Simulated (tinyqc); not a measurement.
# Worked calculation: hot electrons in a saturated n-channel MOSFET, lucky-electron model

tinyqc, about 0.01 s, one thread, Intel Xeon 2.30GHz (shared host): `OMP_NUM_THREADS=1 python tinyqc.py 2550032 2550033 out.jsonl` Printed values are rounded.

Beyond pinch-off the lateral field grows as Esat cosh(y/l) over the velocity-saturated region (pseudo-two-dimensional model). Impact ionisation in this region gives the substrate current, which biases the body forward through Rsub. Currents are per width. Local-field laws: they overstate ionisation when the field peak is narrower than an energy relaxation length.

Parameters, values chosen for the exercise; values close to those of silicon n-channel devices:
- L = 0.5 um (channel length)
- tox = 11 nm (oxide thickness)
- xj = 200 nm (junction depth)
- VT = 0.66 V (threshold)
- mu = 270 cm^2/(V s) (effective mobility)
- vs = 7.7e6 cm/s (saturation velocity)
- Ai = 2e6 1/cm (ionisation prefactor)
- Bi = 1.74 MV/cm (ionisation field)
- Rd = 0 ohm um (resistance of the lightly doped drain)
- Rsub = 29000 ohm um (substrate resistance)
- kb = 0.29 (fall of VT per volt of forward body bias)
- lm = 7.6 nm (hot-electron mean free path)
- pb = 3.2 V (oxide barrier)
- Cg = 0.0035 (prefactor of the gate current)
- m = 3.1 (lifetime exponent)
- Hl = 4200 s uA/um (lifetime constant)
- Vd = 2.9 V (drain voltage)
- Vg = 1.2 V (gate voltage)

Constants: eps0 = 8.8541878128e-14 F/cm where lengths are in cm. Results are converted to the units shown.

## Length and field scales

Cox = 3.9 eps0/tox, l = sqrt(3 tox xj), Esat = 2 vs/mu.

Cox = 0.313921 uF/cm^2
l = 81.2404 nm
Esat = 0.0570370 MV/cm
Esat L = 2.85185 V

## Iteration 1: body bias from the substrate current

Vb at the start = 0 V

Cox = 3.9 eps0/tox. Overdrive g = Vg - VT + kb Vb; Vdsat = g Esat L/(g + Esat L); Id = Cox vs (g - Vdsat); dV = Vd - Id Rd - Vdsat; Em = sqrt((dV/l)^2 + Esat^2); Isub = Id (Ai/Bi) l Em exp(-Bi/Em). Vb(new) = Rsub Isub.

Vdsat = 0.454029 V
Id = 20.7808 uA/um
dV = 2.44597 V
Em = 0.306433 MV/cm
Isub = 0.203341 uA/um
Vb after iteration 1 = 0.00589687 V

## Iteration 2: body bias from the substrate current

As before.

Vdsat = 0.455238 V
Id = 20.9021 uA/um
dV = 2.44476 V
Em = 0.306287 MV/cm
Isub = 0.203877 uA/um
Vb after iteration 2 = 0.00591242 V

## Course of the iteration: body bias from the substrate current

Stop when Vb changes by less than 1e-9 V, or after 60 iterations.

Course of the iteration:
```
iteration,Vb (V),|change| (V)
1,0.00589687,5.90e-3
2,0.00591242,1.55e-5
3,0.00591247,4.09e-8
4,0.00591247,1.08e-10
```

Converged in 4 iterations. At the end each change is about 0.0026 times the one before: linear convergence.

## Gate current, lifetime and channel shortening

Id = 20.9024 uA/um
dV = 2.44476 V
Em = 0.306287 MV/cm
Isub = 0.203878 uA/um

Ig = Cg Id exp(-pb/(lm Em)); lifetime tau = (Hl/Id)(Isub/Id)^(-m); length of the saturated region dL = l ln[(dV/l + Em)/Esat]. 1 year = 3.15576e7 s.

Isub/Id = 0.00975381
Ig = 0.0783453 pA/um
tau = 10.9021 years
dL = 192.148 nm

The lifetime exceeds ten years. Integrating Ai exp(-Bi/E) over the cosh profile gives Isub/Id = 0.00865, so the closed form is 13 % above it.
